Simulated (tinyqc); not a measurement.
Growth with time: grain growth, pinning, strength and diffusional creep of a polycrystal or thin film. Computed by tinyqc, a small Python program. Command: `OMP_NUM_THREADS=1 python tinyqc.py 3021582 3021583 out.jsonl grain walk`. One thread of a shared host (Intel(R) Xeon(R) Processor @ 2.30GHz), about 0.01 s of CPU time with the checks.

One mean grain size d describes the structure.

Inputs (values chosen for the exercise, for a model solid):
```
quantity                                    value       unit
boundary energy gamma                        0.52      J/m^2
mobility prefactor M0                     2.7e-06  m^4/(J s)
activation energy of boundary motion Q_m     1.82         eV
anneal temperature T                          766          K
initial grain size d0                          65         nm
particle volume fraction f                0.00047          -
particle radius r                             2.5         nm
```

Sample: bulk.

Constants: k_B = 8.617333262e-05 eV/K.

Method. M = M0 exp(-Q_m/(k_B T)). The driving pressure is 2 gamma/d. Zener pinning pressure 3 f gamma/(2 r) stops growth at d_Z = 4 r/(3 f). The limit is d_lim = d_Z. dd/dt = 2 M gamma (1/d - 1/d_lim) integrates to 2 M gamma t = d_lim (d0 - d) + d_lim^2 ln[(d_lim - d0)/(d_lim - d)]; without pinning d^2 = d0^2 + 4 M gamma t.

limit d_lim = 7092.20 nm

mobility M = 2.86389e-18 m^4/(J s)

At T:
```
t (s)     free growth (nm)  pinned growth (nm)  d/d_lim
2.50e+04               391               384.2  0.05417
8.40e+04               710               686.9  0.09685
2.50e+05              1222              1152.9  0.16256
8.40e+05              2238              2008.9  0.28326
2.50e+06              3860              3193.6  0.45029
8.40e+06              7074              4944.6  0.69718
2.50e+07             12204              6441.5  0.90825
8.40e+07             22369              7074.1  0.99745
```

What follows from these numbers?

The apparent exponent d ln d/d ln t of the pinned growth is at most about 0.48, below the ideal 1/2, and falls to 0.077 in the last rows: pinning hides it late.
